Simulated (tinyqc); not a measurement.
Worked calculation: Pariser-Parr-Pople SCF with singles CI, for the molecule C=CC1=CC(=C)C=CC=C1 (SMILES; centres numbered as the heavy atoms are written). One step of it, computed by the program tinyqc.

Problem. PPP integrals. Ohno: gamma = 14.399645/sqrt(R^2 + a^2), a = 2 x 14.399645/(gamma_rr + gamma_ss); H_rr = -W_r - sum_(s != r) z_s gamma_rs; H_rs = beta for bonds.

Centres (angstrom, eV; a flat drawing with bonds scaled to 1.40 angstrom):
```
centre          x          y  core charge z         W   gamma_rr
1C      -3.392000  -0.259000              1  9.510000  11.940000
2C      -2.200000  -0.993000              1  9.510000  11.940000
3C      -0.969000  -0.327000              1  9.510000  11.940000
4C       0.165000  -1.148000              1  9.510000  11.940000
5C       1.514000  -0.773000              1  9.510000  11.940000
6C       2.437000  -1.826000              1  9.510000  11.940000
7C       2.062000   0.515000              1  9.510000  11.940000
8C       1.397000   1.747000              1  9.510000  11.940000
9C       0.019000   1.994000              1  9.510000  11.940000
10C     -1.034000   1.071000              1  9.510000  11.940000
```

Resonance integrals (eV):
```
i    j       beta
1    2  -2.390000
2    3  -2.390000
3    4  -2.390000
4    5  -2.390000
5    6  -2.390000
5    7  -2.390000
7    8  -2.390000
8    9  -2.390000
9   10  -2.390000
10   3  -2.390000
```

Give: repulsion gamma_rs; core matrix H.

Solution.

repulsion gamma_rs (eV), order 1C, 2C, 3C, 4C, 5C, 6C, 7C, 8C, 9C, 10C:
```
[[11.9400, 7.7932, 5.3186, 3.7308, 2.8356, 2.3394, 2.5535, 2.7014, 3.3785, 4.8587],
 [7.7932, 11.9400, 7.7940, 5.4149, 3.6817, 2.9610, 3.0775, 3.0770, 3.6813, 5.4140],
 [5.3186, 7.7940, 11.9400, 7.7928, 5.1497, 3.6811, 4.2741, 4.2735, 5.1501, 7.7943],
 [3.7308, 5.4149, 7.7928, 11.9400, 7.7923, 5.4132, 5.1498, 4.2736, 4.2746, 5.1506],
 [2.8356, 3.6817, 5.1497, 7.7923, 11.9400, 7.7919, 7.7936, 5.1498, 4.2750, 4.2747],
 [2.3394, 2.9610, 3.6811, 5.4132, 7.7919, 11.9400, 5.4135, 3.6811, 3.0775, 3.0774],
 [2.5535, 3.0775, 4.2741, 5.1498, 7.7936, 5.4135, 11.9400, 7.7927, 5.1507, 4.2744],
 [2.7014, 3.0770, 4.2735, 4.2736, 5.1498, 3.6811, 7.7927, 11.9400, 7.7929, 5.1489],
 [3.3785, 3.6813, 5.1501, 4.2746, 4.2750, 3.0775, 5.1507, 7.7929, 11.9400, 7.7919],
 [4.8587, 5.4140, 7.7943, 5.1506, 4.2747, 3.0774, 4.2744, 5.1489, 7.7919, 11.9400]]
```

core matrix H (eV), order 1C, 2C, 3C, 4C, 5C, 6C, 7C, 8C, 9C, 10C:
```
[[-45.0198, -2.3900, 0.0000, 0.0000, 0.0000, 0.0000, 0.0000, 0.0000, 0.0000, 0.0000],
 [-2.3900, -52.4046, -2.3900, 0.0000, 0.0000, 0.0000, 0.0000, 0.0000, 0.0000, 0.0000],
 [0.0000, -2.3900, -60.7383, -2.3900, 0.0000, 0.0000, 0.0000, 0.0000, 0.0000, -2.3900],
 [0.0000, 0.0000, -2.3900, -58.5025, -2.3900, 0.0000, 0.0000, 0.0000, 0.0000, 0.0000],
 [0.0000, 0.0000, 0.0000, -2.3900, -58.2545, -2.3900, -2.3900, 0.0000, 0.0000, 0.0000],
 [0.0000, 0.0000, 0.0000, 0.0000, -2.3900, -46.9460, 0.0000, 0.0000, 0.0000, 0.0000],
 [0.0000, 0.0000, 0.0000, 0.0000, -2.3900, 0.0000, -54.9899, -2.3900, 0.0000, 0.0000],
 [0.0000, 0.0000, 0.0000, 0.0000, 0.0000, 0.0000, -2.3900, -53.4008, -2.3900, 0.0000],
 [0.0000, 0.0000, 0.0000, 0.0000, 0.0000, 0.0000, 0.0000, -2.3900, -54.0825, -2.3900],
 [0.0000, 0.0000, -2.3900, 0.0000, 0.0000, 0.0000, 0.0000, 0.0000, -2.3900, -57.2950]]
```
